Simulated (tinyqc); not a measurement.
Thermal and gravitational stress in a wafer during furnace and rapid thermal processing, and the onset of slip: one step, computed by the program tinyqc. Command: `OMP_NUM_THREADS=1 python tinyqc.py 3008043 3008044 out.jsonl slip walk`. One thread of a shared host (Intel(R) Xeon(R) Processor @ 2.30GHz), about 0.01 s of CPU time with the checks.

A thin free disc in plane stress, isotropic; T(r) = T_centre + dT (r/R)^n. Stress is positive in tension; sigma_SB = 5.670374419e-8 W/(m^2 K^4), g = 9.80665 m/s^2.

Problem. Ramp rate in a batch furnace. Critical resolved stress tau_c = A exp(U/(k_B T)), a form chosen for the exercise; slip when 0.492799 |s_tt(R)| > tau_c; allowed |dT| = tau_c (n + 2)/(0.492799 n alpha E). In a stack heated from the rim, heat flows inward by conduction and by radiation between wafers: k_eff = k + (16/3) sigma_SB T^3 s^2/t (a diffusion estimate with the spacing as path length). A steady ramp gives the parabolic lag dT = rho c (ramp) R^2/(4 k_eff); the allowed ramp uses n = 2.

Inputs (values chosen for the exercise, for a model wafer):

| quantity | value | unit |
|---|---|---|
| wafer radius R | 100 | mm |
| thickness t | 725 | micrometre |
| Young's modulus E | 161 | GPa |
| expansion alpha | 4.51 | 1e-6/K |
| temperature T | 1100 | K |
| prefactor A of the critical stress | 0.00055 | MPa |
| energy U of the critical stress | 1.07 | eV |
| density rho | 2330 | kg/m^3 |
| heat capacity c | 944 | J/(kg K) |
| conductivity k | 24.2 | W/(m K) |
| wafer spacing s | 16 | mm |
| ramp rate | 2.1 | K/min |

Constants: k_B = 8.617333262e-05 eV/K.

Give: k_eff; lag of the centre; allowed ramp rate.

Solution.

k_eff = 166.3 W/(m K)

lag of the centre = 1.157 K

allowed ramp rate = 445.6 K/min

Radiation carries 85 % of the inward flow. The ramp is 0.00 of the allowed one.
